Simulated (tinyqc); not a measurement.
How many bands a k.p model needs: band 5 from Gamma to K: k.p theory built from an empirical-pseudopotential calculation at Gamma.

Empirical pseudopotential on the fcc lattice, atoms at +/- tau, tau = a (1,1,1)/8, no spin-orbit coupling. H(G,G') = c (2 pi/a)^2 |k + G|^2 delta + VS(q) cos(q.tau) + i VA(q) sin(q.tau), q = G - G', c = hbar^2/2m0; k and G in units of 2 pi/a; VS at |q|^2 = 3, 8, 11 and VA at 3, 4, 11, in rydberg, zero elsewhere. The basis is fixed: all 89 G with |G|^2 up to Gcut. Energies are counted from the fourth level at Gamma.

k.p in the lowest n states at Gamma: H_nm = (E_n + c k^2) delta + 2 c k.<n|G|m>, k in 1/angstrom; with all states of the basis it is exact.

Constants: hbar^2/2m0 = 3.80998211 eV angstrom^2; Ry = 13.60569312 eV.

Values chosen for the exercise (near those of InAs; not measured data): a = 6.026 angstrom (lattice constant); VS = (-0.225, 0.001, 0.052) Ry (symmetric form factors); VA = (0.082, 0.049, 0.03) Ry (antisymmetric form factors); Gcut = 19 (2 pi/a)^2 (largest |G|^2 of the fixed basis).

Band 5 (counted from below) at k = f (0.75, 0.75, 0) 2 pi/a; n ends on whole multiplets.

Energies (eV):
```
f      n = 8  n = 15  n = 27  n = 89 (exact)
0.000  0.590   0.590   0.590           0.590
0.125  1.366   1.351   1.349           1.348
0.250  2.238   2.162   2.154           2.152
0.375  2.979   2.772   2.755           2.751
0.500  3.687   3.205   3.178           3.171
0.625  4.449   3.402   3.374           3.359
0.750  5.313   3.321   3.298           3.268
0.875  6.299   3.094   3.072           3.020
1.000  7.417   2.860   2.833           2.755
```

What does the comparison show?

With n = 8 the band stays within 0.05 eV of the exact one up to f = 0.125 (error at K: +4.662 eV). With n = 15 the band stays within 0.05 eV of the exact one up to f = 0.625 (error at K: +0.105 eV). With n = 27 the band stays within 0.05 eV of the exact one up to f = 0.750 (error at K: +0.078 eV). A smaller basis can only raise a level. The exact band has its minimum on these points at f = 0.000; n = 8 puts it at f = 0.000.

Run: tinyqc, `OMP_NUM_THREADS=1 python tinyqc.py 1080794 1080795 out.jsonl`; Intel(R) Xeon(R) Processor @ 2.30GHz, one thread, shared host; about 0.5 s of CPU time with all checks.
